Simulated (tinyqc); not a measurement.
# Thermionic-field emission through a Schottky barrier, WKB: two studies

Metal on an n-type semiconductor with one parabolic valley; V > 0 is forward bias (metal positive). Energies E are counted from the conduction edge of the neutral semiconductor, whose Fermi level lies at -xi; that of the metal lies at -xi - V. The barrier is a parabola of height Vd = phi - xi - V (depletion approximation, no image force).

Parameters, values chosen for the exercise; band and dielectric values those of a made-up semiconductor:
- T = 400 K (temperature)
- me = 0.0533 m0 (electron mass)
- eps_r = 15 (relative permittivity)
- phi = 0.76 eV (barrier height seen from the metal)
- Nd = 1.8e19 cm^-3 (donor density)

Constants: q = 1.602176634e-19 C, kB = 1.380649e-23 J/K, eps0 = 8.8541878128e-12 F/m, hbar = 1.054571817e-34 J s, h = 6.62607015e-34 J s, m0 = 9.1093837015e-31 kg, Vt = kB T/q. Results are converted to the units shown.

Each table varies one quantity; the others keep the values above.

## Current against forward bias

Nc = 2 (2 pi me m0 kB T/h^2)^1.5 (times 1e-6 for cm^-3); Nd = Nc F12(-xi/Vt), F12(x) = (2/sqrt(pi)) int_0^infinity sqrt(u)/(1 + exp(u - x)) du; E00 = (hbar/2) sqrt(Nd/(me m0 eps0 eps_r)) in SI units (volts). For E < Vd, ln T(E) = -(Vd/E00) [sqrt(1 - y) - y ln((1 + sqrt(1 - y))/sqrt(y))], y = E/Vd; T(E) = 1 above. J = A* T (q/kB) int_0^infinity T(E) N(E) dE, N = ln[(1 + exp((-xi - E)/Vt))/(1 + exp((-xi - V - E)/Vt))], A* = 4 pi q me m0 kB^2/h^3 (times 1e-4 for A/(cm^2 K^2)). The integral is converged to the digits shown; the share over the barrier is that of E > Vd, and 0 means below 1e-6 %. n = (dV/d ln J)/Vt.

Results:
```
V (V)	J (A/cm^2)	share over the barrier (%)	mean E/Vd	n
0.138	9.735e4	1.50e-5	0.3659	2.505
0.2	1.881e5	4.78e-5	0.3751	2.922
0.261	3.366e5	1.57e-4	0.3887	3.143
0.323	5.889e5	5.43e-4	0.4066	3.279
0.385	1.011e6	1.91e-3	0.4281	3.381
0.508	2.819e6	0.0243	0.4810	3.585
0.57	4.615e6	0.0896	0.5133	3.721
```

Estimate the missing row, V = 0.447 V.

Computed row:
```
V (V)	J (A/cm^2)	share over the barrier (%)	mean E/Vd	n
0.447	1.708e6	6.83e-3	0.4530	3.478
```

With this row back in the table: J rises from 97400 to 4.61e6 A/cm^2, and n rises from 2.51 to 3.72. The Padovani-Stratton slope is (E00/Vt) coth(E00/Vt) = 2.59; the middle row is 31 % above it.

## Contact resistivity against barrier height

Same model as above.

The contact resistivity is rho_c = 1/(dJ/dV) at V = 0, where N becomes V f/Vt with f = 1/(1 + exp((E + xi)/Vt)).

Contact resistivity against barrier height:
```
phi (eV)	rho_c (ohm cm^2)	thermionic Vt exp(phi/Vt)/(A* T^2) (ohm cm^2)
0.15	1.631e-8	2.610e-6
0.29	4.423e-8	1.516e-4
0.42	1.230e-7	0.006585
0.56	3.974e-7	0.3824
0.69	1.239e-6	16.61
0.83	4.384e-6	964.5
0.96	1.460e-5	4.190e4
1.1	5.471e-5	2.433e6
```

What does the comparison show?

rho_c rises from 1.63e-8 to 5.47e-5 ohm cm^2; between the last two rows it grows by a factor e every 106 meV, against E00 coth(E00/Vt) = 89.2 meV and Vt = 34.5 meV for pure emission.

Range of the model: The depletion approximation, a parabolic band and the neglect of image-force lowering make these currents estimates at high doping.

Program tinyqc, `OMP_NUM_THREADS=1 python tinyqc.py 2640079 2640080 out.jsonl`; Intel Xeon 2.30GHz, shared host, one thread, about 0.04 s.
